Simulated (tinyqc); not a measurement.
# MOS structure on a p-type body with a surface-enhanced doping, non-linear Poisson equation by Newton steps: effects of single changes

One dimension, insulator interface at x = 0, acceptor density Na + N0 exp(-x/Ls), net doping C = -(acceptor density). psi is counted from the intrinsic level: n = ni exp((psi - Vb)/Vt), p = ni exp(-psi/Vt); deep in the body psi_b = -Vt ln(Na/ni). The gate acts through Cox = eps0 eox/tox and has the potential psi_G = Vg - (phiM - chi - Vt ln(Nc/ni)). Boltzmann statistics, full ionisation, classical densities, no oxide or interface charge.

Inputs (values chosen for the exercise); band and dielectric values close to those of silicon: temperature T = 350 K; band gap Eg = 1.13 eV; relative permittivity eps_r = 11.6; conduction-band density of states at T Nc = 3.57e19 cm^-3; valence-band density of states at T Nv = 3.38e19 cm^-3; electron affinity chi = 4.07 eV; acceptor density deep in the body Na = 1.7e18 cm^-3; relative permittivity of the gate insulator (close to silicon dioxide) eox = 3.9; insulator thickness tox = 10 nm; gate work function phiM = 4.38 eV; electron quasi-Fermi potential against the body Vb = 0 V; extra acceptor density at the surface N0 = 5.3e18 cm^-3; decay length Ls = 3.7 nm.

Constants: q = 1.602176634e-19 C, kB = 1.380649e-23 J/K, Vt = kB T/q, eps0 = 8.8541878128e-14 F/cm where lengths are in cm. Results are converted to the units shown.

Each table varies one quantity; the others keep the values above.

## Charge and capacitance against gate voltage

ni = sqrt(Nc Nv) exp(-Eg/(2 Vt)), Eg in volts. The Poisson equation d/dx(eps0 eps_r dpsi/dx) = -q (p - n + C), with eps0 eps_r dpsi/dx = -Cox (psi_G - psi_0) at x = 0, is solved on a mesh of about 600 nodes or more. N_inv is the integral of n less its value deep in the body. C_LF = Cox (1 - dpsi_0/dVg) with all carriers following; C_HF is the same with the electron quasi-Fermi level shifting uniformly so that N_inv stays fixed. The centroid is that of the same excess.

Result of one run:

| Vg (V) | psi_0 - psi_b (V) | N_inv (cm^-2) | C_LF/Cox | C_HF/Cox | centroid (nm) |
|---|---|---|---|---|---|
| 3.82 | 1.04 | 1.18e12 | 0.946 | 0.534 | 0.309 |

What becomes of these results when the gate voltage against the body Vg is changed from 3.82 to 3.95 V, all else the same?

Result of the changed run:

| Vg (V) | psi_0 - psi_b (V) | N_inv (cm^-2) | C_LF/Cox | C_HF/Cox | centroid (nm) |
|---|---|---|---|---|---|
| 3.95 | 1.05 | 1.43e12 | 0.954 | 0.534 | 0.306 |

The whole series:

| Vg (V) | psi_0 - psi_b (V) | N_inv (cm^-2) | C_LF/Cox | C_HF/Cox | centroid (nm) |
|---|---|---|---|---|---|
| 2.81 | 0.832 | 1.24e9 | 0.569 | 0.566 | 0.360 |
| 2.94 | 0.887 | 7.66e9 | 0.578 | 0.556 | 0.349 |
| 3.06 | 0.935 | 3.65e10 | 0.638 | 0.549 | 0.340 |
| 3.19 | 0.975 | 1.31e11 | 0.758 | 0.543 | 0.333 |
| 3.32 | 1.00 | 2.95e11 | 0.846 | 0.539 | 0.327 |
| 3.44 | 1.02 | 4.84e11 | 0.891 | 0.537 | 0.322 |
| 3.57 | 1.03 | 7.10e11 | 0.918 | 0.536 | 0.317 |
| 3.7 | 1.04 | 9.49e11 | 0.935 | 0.535 | 0.313 |
| 3.82 | 1.04 | 1.18e12 | 0.946 | 0.534 | 0.309 |
| 3.95 | 1.05 | 1.43e12 | 0.954 | 0.534 | 0.306 |

N_inv goes from 1.24e9 to 1.43e12 cm^-2 and passes 2e11 cm^-2 at Vg = 3.25 V. Below threshold it takes 164 mV a decade between Vg = 2.81 and 2.94 V, against Vt ln 10 = 69.4 mV. C_LF/Cox is lowest, 0.569, at Vg = 2.81 V among the rows listed and ends at 0.954, while C_HF/Cox ends at 0.534. Between the last two rows q dN_inv/dVg is 0.903 Cox. Where the classical centroid is under about 2 nm, confinement would move the charge away from the interface and raise the threshold.

## Effect of the electron quasi-Fermi potential against the body on threshold, swing and body effect

VT is the Vg at which N_inv = 2e11 cm^-2. m = 1/(dpsi_0/dVg) at N_inv = 1e8 cm^-2; the swing is the Vg between N_inv = 1e8 and 1e9 cm^-2; body coefficient [VT(Vb + 0.05 V) - VT(Vb)]/0.05 V - 1.

Result of one run:

| Vb (V) | VT (V) | psi_0 - psi_b at VT (V) | m - 1 | swing (mV/decade) | body coefficient |
|---|---|---|---|---|---|
| 0 | 3.25 | 0.988 | 1.38 | 166 | 1.19 |

What becomes of these results when the electron quasi-Fermi potential against the body Vb is changed from 0 to 0.6 V, all else the same?

Result of the changed run:

| Vb (V) | VT (V) | psi_0 - psi_b at VT (V) | m - 1 | swing (mV/decade) | body coefficient |
|---|---|---|---|---|---|
| 0.6 | 4.47 | 1.59 | 0.982 | 138 | 0.907 |

The whole series:

| Vb (V) | VT (V) | psi_0 - psi_b at VT (V) | m - 1 | swing (mV/decade) | body coefficient |
|---|---|---|---|---|---|
| 0 | 3.25 | 0.988 | 1.38 | 166 | 1.19 |
| 0.3 | 3.88 | 1.29 | 1.13 | 149 | 1.02 |
| 0.6 | 4.47 | 1.59 | 0.982 | 138 | 0.907 |
| 0.9 | 5.04 | 1.90 | 0.880 | 131 | 0.825 |
| 1.2 | 5.58 | 2.20 | 0.804 | 126 | 0.761 |
| 1.5 | 6.10 | 2.50 | 0.744 | 122 | 0.711 |
| 1.8 | 6.60 | 2.80 | 0.697 | 118 | 0.669 |

As Vb goes from 0 to 1.8, VT rises from 3.25 to 6.60 V, the swing falls from 166 to 118 mV/decade and the body coefficient falls from 1.19 to 0.669. The swing stays within 0.48 % of m Vt ln 10, and the body coefficient within 0.19 of m - 1.

Program tinyqc, `OMP_NUM_THREADS=1 python tinyqc.py 2080002 2080003 out.jsonl`; Intel Xeon 2.30GHz, shared host, one thread, about 0.6 s.
